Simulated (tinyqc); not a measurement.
Sweep of a uniaxial [100] stress: six-band Luttinger-Kohn model with strain.

Six-band Luttinger-Kohn model in the basis |3/2,3/2>, |3/2,1/2>, |3/2,-1/2>, |3/2,-3/2>, |1/2,1/2>, |1/2,-1/2>, electron energies, zero at the top of the unstrained valence band. H = -[rows: (P+Q, -S, R, 0, -S/r2, r2 R); (-S*, P-Q, 0, R, -r2 Q, r32 S); (R*, 0, P-Q, S, r32 S*, r2 Q); (0, R*, S*, P+Q, -r2 R*, -S*/r2); (-S*/r2, -r2 Q, r32 S, -r2 R, P+Dso, 0); (r2 R*, r32 S*, r2 Q, -S/r2, 0, P+Dso)], r2 = sqrt(2), r32 = sqrt(3/2). Levels are twofold.

P = c g1 k^2 - av tr(e); Q = c g2 (kx^2 + ky^2 - 2 kz^2) - (b/2)(exx + eyy - 2 ezz); R = c sqrt3 [-g2 (kx^2 - ky^2) + 2i g3 kx ky] + (sqrt3/2) b (exx - eyy) - i d exy; S = 2 c sqrt3 g3 (kx - i ky) kz - d (exz - i eyz); c = hbar^2/2m0, e the strain tensor (not engineering shear).

s11 = (C11 + C12)/((C11 - C12)(C11 + 2 C12)), s12 = -C12/((C11 - C12)(C11 + 2 C12)), s44 = 1/C44; exx = s11 sxx + s12 (syy + szz) and cyclic, exy = s44 sxy/2; tension is positive. A uniaxial stress X along the unit vector n is s_ij = X n_i n_j.

Constants: hbar^2/2m0 = 3.80998211 eV angstrom^2.

Values chosen for the exercise (near those of AlAs; not measured data):
- Dso = 0.28 eV (spin-orbit splitting)
- g1 = 3.75 (Luttinger gamma1)
- g2 = 0.82 (gamma2)
- g3 = 1.42 (gamma3)
- av = 2.49 eV (valence hydrostatic potential)
- b = -2.28 eV (tetragonal shear potential)
- d = -3.39 eV (trigonal shear potential)
- C11 = 124.3 GPa
- C12 = 52.9 GPa
- C44 = 53.7 GPa
- load = uniaxial [100] (kind of stress)

Edges at k = 0 and curvature masses of the top pair along [110] and [001] (step 0.0002 1/angstrom); at zero stress the top is fourfold and has no single curvature.

Edges and masses:
```
X (GPa)  top (eV)  second (eV)  third (eV)  splitting (meV)  m [110]  m [001]
-1.50      0.0451      -0.0641     -0.3097            109.2    0.229    0.397
-1.00      0.0275      -0.0428     -0.2972             70.3    0.232    0.381
-0.50      0.0123      -0.0214     -0.2871             33.6    0.236    0.362
0.00       0.0000       0.0000     -0.2800              0.0        -        -
0.50       0.0214      -0.0086     -0.2765             30.0    0.299    0.219
1.00       0.0428      -0.0131     -0.2771             55.9    0.299    0.219
1.50       0.0641      -0.0133     -0.2821             77.5    0.299    0.219
```

The splitting reaches 109.2 meV under compression and 77.5 meV under the same tension; linear shear terms alone would make the two equal, and the difference comes from the coupling to the split-off band. At the ends of the sweep the top pair has a mass along [110] of 0.229 under compression and 0.299 under tension, so compression gives the lighter holes along [110]; along [001] it has 0.397 and 0.219. The top edge itself moves by +45 and +64 meV.

tinyqc: `OMP_NUM_THREADS=1 python tinyqc.py 1050672 1050673 out.jsonl`; about 0.05 s, one thread, shared Intel(R) Xeon(R) Processor @ 2.30GHz.
